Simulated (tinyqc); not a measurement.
# Mass and degeneracy from charge and saturation current

Inverse problem. At high drain voltage only states moving towards the drain are filled: n = (N0/2) F_0(eta), N0 = gv m kB T/(pi hbar^2), F_0(x) = ln(1 + exp x), and I = q (N0/2) vT F_(1/2)(eta) per width, vT = sqrt(2 kB T/(pi m)), F_(1/2)(x) = (2/sqrt(pi)) int_0^infinity u^(1/2)/(1 + exp(u - x)) du. Find eta and m.

Parameters, values chosen for the exercise:
```
symbol,value,unit,meaning
T,350,K,temperature
gv,2,,valley degeneracy
```

Constants: q = 1.602176634e-19 C, kB = 1.380649e-23 J/K, hbar = 1.054571817e-34 J s, m0 = 9.1093837015e-31 kg. Results are converted to the units shown.

n = 4.9067793e13 cm^-2
I = 13897.312 uA/um

Solution. The mass drops out of I^2/(q^2 n) = gv (kB T)^2 F_(1/2)^2/(pi^2 hbar^2 F_0), which rises with eta and so fixes it; n then gives m.

eta = 7.820
m = 0.4980 m0

tinyqc, about 0.01 s, one thread, Intel Xeon 2.30GHz (shared host): `OMP_NUM_THREADS=1 python tinyqc.py 2400097 2400098 out.jsonl`
